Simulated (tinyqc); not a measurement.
Comparisons within one model: alloy A(1-x)B(x) by interpolation with bowing. A value that a table varies takes the place of the one given here.

Each gap follows E(x) = (1 - x) E_A + x E_B - C x (1 - x); the lattice constant follows Vegard, a(x) = (1 - x) a_A + x a_B.

Mass at Gamma from the Kane formula 1/m = F + Ep (Eg + 2 Dso/3)/(Eg (Eg + Dso)). F is fixed by the masses of A and B and interpolated linearly, as is Ep; Eg and Dso carry their bowing.

Constants: hc = 1239.841984 eV nm.

Inputs chosen for the exercise (A near InP, B near GaP; the results hold for these values, not for the real material): a = (5.865, 5.444) angstrom (lattice constant of A, B); Eg = (1.42, 2.896) eV (gap at Gamma to the s-like level of A, B); EgX = (2.352, 2.368) eV (gap to the lowest valley along Gamma-X of A, B); EgL = (1.988, 2.745) eV (gap to L of A, B); C = (0.642, 0.2, 0.887) eV (bowing of the Gamma, X and L gaps); Dso = (0.108, 0.081) eV (spin-orbit splitting of A, B); Ep = (20.9, 31.5) eV (Kane energy of A, B); me = (0.08, 0.1288) m0 (electron mass at Gamma of A, B); Cs = 0 eV (bowing of Dso); x = 0.08 (fraction of B).

## Gaps across the alloy

Eleven compositions.

Gaps (eV):
```
x    a (angstrom)  Gamma      X      L  lowest  wavelength (nm)
0.0        5.8650  1.420  2.352  1.988   Gamma              873
0.1        5.8229  1.510  2.336  1.984   Gamma              821
0.2        5.7808  1.612  2.323  1.997   Gamma              769
0.3        5.7387  1.728  2.315  2.029   Gamma              718
0.4        5.6966  1.856  2.310  2.078   Gamma              668
0.5        5.6545  1.998  2.310  2.145   Gamma              621
0.6        5.6124  2.152  2.314  2.229   Gamma              576
0.7        5.5703  2.318  2.321  2.332   Gamma              535
0.8        5.5282  2.498  2.333  2.452       X              531
0.9        5.4861  2.691  2.348  2.589       X              528
1.0        5.4440  2.896  2.368  2.745       X              524
```

How do the results move?

The lowest valley changes at x = 0.702 (Gamma to X, gap 2.321 eV). The Gamma gap is monotonic, since its bowing (0.642 eV) is smaller than the difference of the end gaps (1.476 eV); at x = 0.5 bowing lowers it by C/4 = 0.161 eV.

## Three ways to interpolate a mass

Linear in m, linear in 1/m, and the Kane formula.

Masses (m0):
```
x      Eg (eV)  linear in m  linear in 1/m    Kane  Kane m/Eg (1/eV)
0.000    1.420       0.0800         0.0800  0.0800            0.0563
0.125    1.534       0.0861         0.0840  0.0822            0.0536
0.250    1.669       0.0922         0.0884  0.0856            0.0513
0.375    1.823       0.0983         0.0932  0.0900            0.0494
0.500    1.998       0.1044         0.0987  0.0955            0.0478
0.625    2.192       0.1105         0.1048  0.1020            0.0465
0.750    2.407       0.1166         0.1118  0.1097            0.0456
0.875    2.641       0.1227         0.1197  0.1186            0.0449
1.000    2.896       0.1288         0.1288  0.1288            0.0445
```

What does this show?

At x = 0.5 the three give 0.1044, 0.0987 and 0.0955; judged by the largest distance, the Kane value is closer to the interpolation in 1/m (largest distances 0.0089 m0 from the rule in m, 0.0033 m0 from the rule in 1/m). The ratio m/Eg varies by a factor of 1.27 while the gap varies by 2.04; a constant ratio is the two-band rule m = Eg/Ep at fixed Ep.

## What each parameter does

Gaps at x and the Kane mass. Each row changes one parameter from the base and keeps the others.

Results:
```
case                        Gamma (eV)  X (eV)  L (eV)  mass (m0)
base                            1.4908  2.3386  1.9833     0.0813
x = 0.04                        1.4544  2.3450  1.9842     0.0806
C = (0.742, 0.3, 0.987) eV      1.4835  2.3312  1.9759     0.0808
Eg = (1.491, 2.896) eV          1.5561  2.3386  1.9833     0.0811
EgX = (2.352, 2.25) eV          1.4908  2.3291  1.9833     0.0813
EgL = (1.889, 2.745) eV         1.4908  2.3386  1.8922     0.0813
Ep = (23, 34.7) eV              1.4908  2.3386  1.9833     0.0812
Cs = 0.05 eV                    1.4908  2.3386  1.9833     0.0812
```

What does this show?

The largest shifts from the base row, up to three for each result and ties (the steps differ in size, so this ranks the rows, not the parameters). Gamma (eV): Eg +0.0653, x -0.0364, C -0.0074; unchanged at the printed digits by EgX, EgL, Ep and Cs. X (eV): EgX -0.0094, C -0.0074, x +0.0064; unchanged at the printed digits by Eg, EgL, Ep and Cs. L (eV): EgL -0.0911, C -0.0074, x +0.0009; unchanged at the printed digits by Eg, EgX, Ep and Cs. mass (m0): x -0.0007, C -0.0005, Eg -0.0002; unchanged at the printed digits by EgX and EgL.

Computed by tinyqc, a small Python program: `OMP_NUM_THREADS=1 python tinyqc.py 1051492 1051493 out.jsonl` (the numbers bound the seed that draws the inputs); one thread of a shared host (Intel(R) Xeon(R) Processor @ 2.30GHz), about 0.01 s for the whole set of steps.
